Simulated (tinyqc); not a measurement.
Minority-electron transport through the base of a bipolar transistor (Moll-Ross and Kroemer integrals): one step, computed by the program tinyqc. Command: `OMP_NUM_THREADS=1 python tinyqc.py 3016639 3016640 out.jsonl base walk`. One thread of a shared host (Intel(R) Xeon(R) Processor @ 2.30GHz), about 0.01 s of CPU time with the checks.

Low injection, one dimension, x from the emitter edge (0) to the collector edge (W), s = x/W. Recombination is treated as a small correction (valid for tau_B well below tau_n), computed from the stored charge.

Problem. Gain and speed. Emitter-limited gain beta_E = G_E/G_B; recombination-limited gain beta_R = tau_n/tau_B; 1/beta = 1/beta_E + 1/beta_R; f_T from the base alone = 1/(2 pi tau_B).

Inputs (values chosen for the exercise, modelled on silicon): electron lifetime tau_n = 170 ns; emitter Gummel number G_E = 4.8e+12 s/cm^4; temperature T = 300 K.

Base doping profile: exponential. Gap grading: none. Exit of the base: infinite sink.

base Gummel number G_B = 1.623263e+11 s/cm^4

base transit time tau_B = 0.7314967 ps

Give: beta_E; beta_R; current gain beta; f_T from the base alone.

Solution.

beta_E = 29.57

beta_R = 2.324e+05

current gain beta = 29.57

f_T from the base alone = 217.6 GHz

The gain is limited mainly by hole injection into the emitter (100 % of the base current).
